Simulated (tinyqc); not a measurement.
# Solid solubility of a dopant against its melt (retrograde solidus), clustering and the electrically active fraction, step by step

A worked calculation. Computed by tinyqc, a small Python program that keeps every step. Command: `OMP_NUM_THREADS=1 python tinyqc.py 3029269 3029270 out.jsonl retro walk`. One thread of a shared host (Intel(R) Xeon(R) Processor @ 2.30GHz), about 0.01 s of CPU time with the checks. Intermediate numbers are printed to about 6 digits and carried at full precision; extremes and crossings named in words are read from the listed rows.

Inputs (values chosen for the exercise, of the order of those of antimony in silicon for the solubility):
```
quantity                                       value            unit
melting point of the host T_m                   1687               K
heat of melting of the host H_f                 50.2          kJ/mol
interaction L of the melt                        3.8          kJ/mol
enthalpy of transfer from melt to solid H      0.764              eV
entropy of transfer S                           1.19             k_B
site density N0                                5e+22          1/cm^3
temperature T                                   1433               K
total dopant density N_t                       2e+21          1/cm^3
atoms per cluster m                                2               -
cluster scale N* at 1273 K                   5.4e+20          1/cm^3
activation energy E_b of the cluster scale      0.28              eV
anneal temperature T_a                           950               K
prefactor of n_i                            3.83e+16  1/(cm^3 K^1.5)
energy E_i in n_i                              0.601              eV
mobility mu                                       90      cm^2/(V s)
```

Clustering: clusters that take up free electrons.

Constants: R = 8.314462618 J/(mol K); k_B = 8.617333262e-05 eV/K; e = 1.602176634e-19 C; N_A = 6.02214076e+23 1/mol.

## Liquidus and solidus at T

x_l and x_s are atom fractions of the dopant in melt and solid; the solid is dilute. Liquidus of the host: R T ln(1 - x_l) + L x_l^2 = -H_f (1 - T/T_m). Distribution: k = x_s/x_l = exp[L (1 - x_l)^2/(R T)] exp(S/k_B - H/(k_B T)), the first factor being the activity coefficient in the melt. Solubility = x_s N0; at T_m x_l = 0.

x_l = 0.512311

distribution coefficient k = 0.00729139

x_s = 0.00373546

solubility = 1.86773e+20 1/cm^3

k at the melting point = 0.0224946

k has changed by a factor 0.32 from its value at T_m, while x_l has grown from 0 to 0.512.

## The retrograde maximum

The largest x_s N0 between 900 K and T_m. For an ideal melt with constant heats the maximum has x_l = H_f/(H + H_f), H in the same units.

temperature of the maximum = 1487.62 K

largest solubility = 1.94541e+20 1/cm^3

x_l there = 0.412549

ideal-melt value H_f/(H + H_f) = 0.405117

The maximum lies 199 K below T_m: above it the melt runs out of dopant, below it k falls as exp(-H/(k_B T)).

## The solidus

The formulas are those given above.

Against temperature:
```
T (K)       x_l          k  solubility (1/cm^3)  over the maximum
1000   0.943027  0.0004646          2.19058e+19          0.112602
1100   0.893724  0.0010435          4.66302e+19          0.239693
1200   0.818727  0.0020587          8.42745e+19          0.433197
1300   0.711613  0.0036955          1.31487e+20          0.675885
1400   0.567833  0.0062088          1.76279e+20          0.906130
1500   0.388730  0.0099845          1.94064e+20          0.997548
1580   0.226828  0.0142874          1.62039e+20          0.832930
1640   0.099994  0.0184947          9.24676e+19          0.475312
1675   0.025487  0.0214095          2.72832e+19          0.140244
```

Between the first rows the Arrhenius energy of the solubility is 0.72 eV, against H = 0.764 eV; it shrinks to zero at 1488 K and turns negative beyond. A crystal saturated at the maximum precipitates dopant-rich liquid on cooling and on heating alike. Below a eutectic or compound temperature another phase would set the limit.

## Active fraction after the anneal

A highly soluble donor (another dopant than that of the solidus) is limited by clustering. Donors N_a are active, and clusters hold m atoms each: N_t = N_a + m C, m C = N* (N_a/N*)^m (n/N*)^m, each atom taking one electron, n = N_a/2 + sqrt(N_a^2/4 + n_i^2), n_i = prefactor x T^1.5 exp(-E_i/(k_B T)), with N*(T) = N*(1273 K) exp[-(E_b/k_B)(1/T - 1/1273)]. Resistivity = 1/(e mu N_a).

N*(T_a) = 2.26725e+20 1/cm^3

active density N_a = 3.71186e+20 1/cm^3

active fraction = 0.185593

resistivity = 0.186834 milliohm cm

Doubling the dose would raise N_a by only 21 %. Caution: this clustering law is a generic form; degeneracy and a doping-dependent mobility are left out.

## Active against total

A highly soluble donor (another dopant than that of the solidus) is limited by clustering. Donors N_a are active, and clusters hold m atoms each: N_t = N_a + m C, m C = N* (N_a/N*)^m (n/N*)^m, each atom taking one electron, n = N_a/2 + sqrt(N_a^2/4 + n_i^2), n_i = prefactor x T^1.5 exp(-E_i/(k_B T)), with N*(T) = N*(1273 K) exp[-(E_b/k_B)(1/T - 1/1273)].

Active density (1/cm^3):
```
N_t (1/cm^3)   N_a at T_a  fraction  N_a at T_a + 150 K  N_a at T_a - 150 K
1.00e+19      9.99913e+18  0.999913         9.99976e+18         9.99414e+18
3.00e+19      2.99311e+19  0.997702         2.99827e+19         2.95519e+19
1.00e+20      9.34543e+19  0.934543         9.80411e+19         7.81188e+19
2.00e+20      1.52991e+20  0.764954         1.78496e+20         1.10954e+20
5.00e+20      2.35605e+20  0.471211         3.08406e+20         1.55598e+20
1.00e+21      3.00485e+20  0.300485         4.08765e+20         1.92539e+20
2.00e+21      3.71186e+20  0.185593         5.14630e+20         2.34141e+20
5.00e+21      4.79104e+20  0.095821         6.72359e+20         2.99078e+20
```

The exponent d ln N_a/d ln N_t falls from 1.00 to 0.28, towards 1/(2m) = 0.250. At the highest dose a 150 K hotter anneal gives 1.40 times the active density, and a later step 150 K cooler would cut it to 0.62 if it ran to equilibrium: short hot anneals come last.

Checks made by the program: the ideal-melt maximum (relative difference 9e-10).
